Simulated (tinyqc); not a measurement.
Length offset and series resistance from crossing lines.

Problem. R_total = Rs + k (L - dL)/Vo with constant Rs, dL and k. Find k, dL and Rs.

R_total at (L, Vo) = (45, 0.45), (135, 0.45), (45, 0.74) and (135, 0.74), L in nm and Vo in V (ohm um): [554, 954, 481.89189, 725.13514]

Solution. At each overdrive R is a straight line in L with slope k/Vo; the two lines cross at L = dL, R = Rs.

k = 2.000 ohm um V/nm
dL = 3.600 nm
Rs = 370.0 ohm um

Computed by the program tinyqc: `OMP_NUM_THREADS=1 python tinyqc.py 2282256 2282257 out.jsonl`, one thread of a shared Intel Xeon 2.30GHz, about 0.07 s for the whole run.
